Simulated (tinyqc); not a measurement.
Current crowding under a contact, resistor ladder against the transmission-line model: one step of the calculation.

A metal contact of length d and width W on a thin layer of the same width. The metal has no resistance, the sheet resistance under it equals Rsh, and current enters the layer at the front edge x = 0.

Question. Voltages and the share of the current. Cut the contact into n cells of length hc = d/n. Neighbouring cell centres are joined by a = W/(Rsh hc), each centre joins the metal (0 V) by g = W hc/rc, and I enters cell 1 through half a cell: -a v_(i-1) + b_i v_i - a v_(i+1) = I for i = 1 and 0 otherwise, b_i = g + 2 a (g + a at both ends). Rc = v_1/I + 1/(2 a). Cell i passes g v_i to the metal.

Inputs (values chosen for the exercise): cells n = 5; current I = 2 mA.

a = 0.1875 S
g = 0.00024 S
b_i, cell 1 to 5 (S): [0.18774000, 0.37524000, 0.37524000, 0.37524000, 0.18774000]

Give: v_i; share of the current; Rc of the ladder.

Answer.

```
cell  v_i (mV)  share of the current (%)
1       1679.4                    20.153
2       1670.9                    20.051
3       1664.5                    19.974
4       1660.3                    19.923
5       1658.2                    19.898
```

Rc of the ladder = 842.38 ohm

The first cell passes 20.2 % of the current and the last 19.9 %; an even spread would give 20.0 % each.

Computed by the program tinyqc: `OMP_NUM_THREADS=1 python tinyqc.py 2760040 2760041 out.jsonl`, one thread of a shared Intel Xeon 2.30GHz, about 0.01 s for the whole run.
